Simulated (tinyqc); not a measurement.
Capacitance of parallel on-chip lines from Laplace's equation on a mesh: one step of the calculation.

Cross-section of an endless row of equal lines between two grounded planes; neighbours are driven in antiphase (+1 V and -1 V), so the plane midway between two lines is at 0 V. By symmetry one quarter is solved: x runs from the centre of a line (column 0, mirror) to that midplane (column 4, 0 V), y from the mid-height of the line (row 0, mirror) to the ground plane (row 5, 0 V). The line fills columns 0 to 2 and rows 0 to 2 at 1 V. Cells beside the line (below row 2) have e2, cells above have e1. Each link between nodes has the conductance g = mean permittivity of the two cells beside it (a cell beyond a mirror counts as 0), and the free nodes obey sum g (V_neighbour - V) = 0.

Task. Link conductances. gx[j, i] joins node (row j, column i) to column i + 1, gy[j, i] to row j + 1.

Parameters, values chosen for the exercise:
```
symbol,value,unit,meaning
e1,3,,relative permittivity above and below the lines
e2,3.9,,relative permittivity between the lines
```

Wanted: gx; gy.

Result.

gx:
```
       col 0  col 1  col 2  col 3
row 0  1.950  1.950  1.950  1.950
row 1  3.900  3.900  3.900  3.900
row 2  3.450  3.450  3.450  3.450
row 3  3.000  3.000  3.000  3.000
row 4  3.000  3.000  3.000  3.000
row 5  1.500  1.500  1.500  1.500
```

gy:
```
       col 0  col 1  col 2  col 3  col 4
row 0  1.950  3.900  3.900  3.900  1.950
row 1  1.950  3.900  3.900  3.900  1.950
row 2  1.500  3.000  3.000  3.000  1.500
row 3  1.500  3.000  3.000  3.000  1.500
row 4  1.500  3.000  3.000  3.000  1.500
```

Program tinyqc, `OMP_NUM_THREADS=1 python tinyqc.py 2790203 2790204 out.jsonl`; Intel Xeon 2.30GHz, shared host, one thread, about 0.8 s.
